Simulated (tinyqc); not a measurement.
Lateral field, substrate current, probability of reaching the oxide barrier and hot-carrier lifetime of a silicon transistor (pseudo-two-dimensional and lucky-electron models): one step, computed by the program tinyqc. Command: `OMP_NUM_THREADS=1 python tinyqc.py 3010759 3010760 out.jsonl hotcar walk`. One thread of a shared host (Intel(R) Xeon(R) Processor @ 2.30GHz), about 0.06 s of CPU time with the checks.

Local-field models: a lucky carrier gains its energy at the peak field over a path free of collisions. Voltages are magnitudes.

Problem. Peak lateral field. C_ox = 3.9 eps_0/t; F_sat = 2 v_s/mu; V_Dsat = V_ov F_sat L/(V_ov + F_sat L), V_ov = V_G - V_T; I_D/W = C_ox v_s (V_ov - V_Dsat). Scale length l = 0.22 t^(1/3) x_j^(1/2) (all in cm); F_m = sqrt(((V_D - V_Dsat)/l_e)^2 + F_sat^2), with l_e = l + L_n; length of the velocity-saturated region l_e ln((V_D - V_Dsat)/(l_e F_sat) + F_m/F_sat).

Inputs (values chosen for the exercise, modelled on a silicon n-channel):
```
quantity                                value                      unit
channel length L                          370                        nm
oxide thickness t                         6.9                        nm
junction depth x_j                         84                        nm
mobility mu                               360                cm^2/(V s)
saturation velocity v_s                  0.79                  1e7 cm/s
threshold voltage V_T                    0.53                         V
gate voltage V_G                            2                         V
drain voltage V_D                         4.3                         V
ionisation prefactor A_i              2.2e+06                      1/cm
ionisation field B_i                     1.77                     MV/cm
hot-carrier mean free path lambda         7.9                        nm
oxide barrier phi_b                       3.1                        eV
interface-trap threshold phi_it           3.8                        eV
lifetime constant H                      1000  s microampere/micrometre
length of the depleted extension L_n       53                        nm
```

Drain: lightly doped extension.

Constants: eps_0 = 8.8541878128e-12 F/m.

Give: scale length l; peak field F_m; velocity-saturated length; energy gained over one free path, e lambda F_m.

Solution.

scale length l = 56.344 nm

peak field F_m = 325.66 kV/cm

velocity-saturated length = 294.44 nm

energy gained over one free path, e lambda F_m = 0.25727 eV

Caution: the empirical formula for l was fitted to oxides of about 15 nm or more; for thinner ones it is an extrapolation. Caution: the saturated region fills most of the channel, so the split into two regions is rough.
